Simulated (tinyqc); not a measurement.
# Resistance of a source-drain extension with a graded tip: two studies

y runs along the channel, the gate covers y > 0. The doping is N0 for y < y0 and N0 10^(-(y - y0)/la) beyond, uniform over the depth xj. Sheet conductance s(y) = q mu(N) max(N - Nch, 0) xj + (for y > 0) ma Cox Vo, with mu(N) = u0 + (u1 - u0)/(1 + (N/Nr)^au) and Cox = eps0 eox/tox. Current is taken as one-dimensional; depletion of the tip, spreading and the contact are left out. The metallurgical junction lies at yj, where N = Nch.

Parameters, values chosen for the exercise; mobility law close to that of electrons in silicon: relative permittivity of the gate insulator (close to hafnium oxide) eox = 22.5; insulator thickness tox = 9.3 nm; active doping of the extension far from the gate N0 = 6.5e19 cm^-3; lateral abruptness la = 4.5 nm/decade; position under the gate where the fall begins (gate edge at 0) y0 = 4.4 nm; depth of the extension xj = 9 nm; channel doping Nch = 6e17 cm^-3; spacer length Ls = 18 nm; gate overdrive Vo = 0.8 V; mobility of the gate-induced layer ma = 230 cm^2/(V s); mobility at low doping u1 = 1414 cm^2/(V s); mobility at high doping u0 = 68.5 cm^2/(V s); reference doping Nr = 9.2e16 cm^-3; exponent au = 0.711; gate length Lg = 40 nm.

Constants: q = 1.602176634e-19 C, eps0 = 8.8541878128e-14 F/cm where lengths are in cm. Results are converted to the units shown.

Each table varies one quantity; the others keep the values above.

## Abruptness at a fixed junction position

R_spacer = integral of dy/s from -Ls to 0, R_ov from 0 to yj, R_channel = (Lg - 2 yj)/(ma Cox Vo), R_total = 2 R_spacer + 2 R_ov + R_channel. Electrical length L_eff = ma Cox dR_total/d(1/Vo); R_series = R_total - L_eff/(ma Cox Vo). y0 is moved with la so that yj stays at 13.556 nm.

The same in every row: yj (nm) = 13.56; R_channel (ohm um) = 32.70.

Abruptness at a fixed junction position:
```
la (nm/decade)  R_spacer (ohm um)  R_ov (ohm um)  R_total (ohm um)  L_eff (nm)  R_series (ohm um)
1                           23.91          13.88             108.3       18.00              62.61
2.3                         23.91          16.55             113.6       20.48              61.67
3.6                         23.91          19.22             119.0       22.96              60.72
4.9                         23.91          21.90             124.3       25.44              59.78
6.1                         23.91          24.37             129.2       27.73              58.90
7.4                         24.39          26.85             135.2       30.10              58.82
8.7                         27.66          28.49             145.0       31.88              64.13
10                          34.02          29.56             159.8       33.15              75.74
```

As la goes from 1 to 10 nm/decade, R_total rises from 108 to 160 ohm um, R_spacer rises from 23.9 to 34.0 ohm um and R_ov rises from 13.9 to 29.6 ohm um. R_total changes on average by 5.73 ohm um for each nm/decade. L_eff exceeds the metallurgical length by 5.11 nm in the first row and 20.3 nm in the last, since the gate also controls the lightly doped tips.

## Effect of the active doping of the extension far from the gate

Same model as above.

Effect of the active doping of the extension far from the gate:
```
N0 (cm^-3)  yj (nm)  R_spacer (ohm um)  R_ov (ohm um)  R_channel (ohm um)  R_total (ohm um)  L_eff (nm)  R_series (ohm um)
2e19          11.25              66.21          21.11               44.38             219.0       30.29              142.2
3.1e19        12.11              45.81          21.28               40.04             174.2       28.22              102.6
4.7e19        12.92              31.92          21.22               35.91             142.2       26.21              75.70
7.2e19        13.76              21.80          21.01               31.68             117.3       24.20              55.92
1.1e20        14.58              14.79          20.73               27.48             98.52       22.28              41.98
1.7e20        15.44              9.842          20.43               23.16             83.71       20.41              31.94
2.6e20        16.27              6.573          20.18               18.95             72.45       18.65              25.13
4e20          17.11              4.342          19.97               14.68             63.29       16.91              20.39
```

Read the table: what changes, and by how much?

As N0 goes from 2e19 to 4e20, R_total falls from 219 to 63.3 ohm um, L_eff falls from 30.3 to 16.9 nm and R_series falls from 142 to 20.4 ohm um.

Computed by the program tinyqc: `OMP_NUM_THREADS=1 python tinyqc.py 2282253 2282254 out.jsonl`, one thread of a shared Intel Xeon 2.30GHz, about 0.03 s for the whole run.
